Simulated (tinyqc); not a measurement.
Configuration-coordinate model of a defect: Huang-Rhys factor and luminescence line shape: one step, computed by the program tinyqc. Command: `OMP_NUM_THREADS=1 python tinyqc.py 3025889 3025890 out.jsonl ccline walk`. One thread of a shared host (Intel(R) Xeon(R) Processor @ 2.30GHz), about 0.01 s of CPU time with the checks.

Ground state E_g(Q) = (1/2) omega_g^2 Q^2; excited state E_e(Q) = E_0 + (1/2) omega_e^2 (Q - dQ)^2 with omega_e = omega_g and E_0 = E_ZPL. Q is mass-weighted; the dipole does not depend on Q (Condon approximation).

Problem. Crossing, radiative lifetime and thermal quenching. The curves cross at the root Q_c nearest dQ; the barrier is (1/2) omega_e^2 (Q_c - dQ)^2, with (1/2) omega^2 = (hbar omega)^2/(2 hbar^2/u). k_r = n_r omega^3 mu^2/(3 pi eps_0 hbar c^3) at the vertical emission energy, without local-field correction; k_nr = nu_0 exp(-barrier/k_B T) (Mott-Seitz); yield = k_r/(k_r + k_nr); T_1/2 = barrier/(k_B ln(nu_0/k_r)).

Inputs (values chosen for the exercise, for a model defect):
```
quantity                          value              unit
zero-phonon energy E_ZPL          0.832                eV
displacement dQ                     0.8  u^(1/2) angstrom
ground-state phonon hbar omega_g   15.4               meV
temperature T                        20                 K
refractive index n_r               3.33                 -
transition dipole mu               0.75        e angstrom
quenching prefactor nu_0          1e+12               1/s
```

Modes: equal frequencies in both states.

vertical emission energy = 0.8138449 eV

Constants: hbar^2/u = 4.18015928e-03 eV angstrom^2; hbar = 6.582119569e-16 eV s; e = 1.602176634e-19 C; eps_0 = 8.8541878128e-12 F/m; hbar = 1.054571817e-34 J s; c = 299792458 m/s; k_B = 8.617333262e-05 eV/K.

Give: Q_c; classical barrier; radiative lifetime; luminescence yield; quenching temperature T_1/2.

Solution.

Q_c = 18.73 u^(1/2) angstrom

classical barrier = 9.121 eV

radiative lifetime = 260.9 ns

luminescence yield = 1

quenching temperature T_1/2 = 8486 K

The barrier is so high that this route does not halve the yield below 1000 K. Caution: the curves cross far outside the range of the harmonic model, so the barrier and T_1/2 have no quantitative meaning.
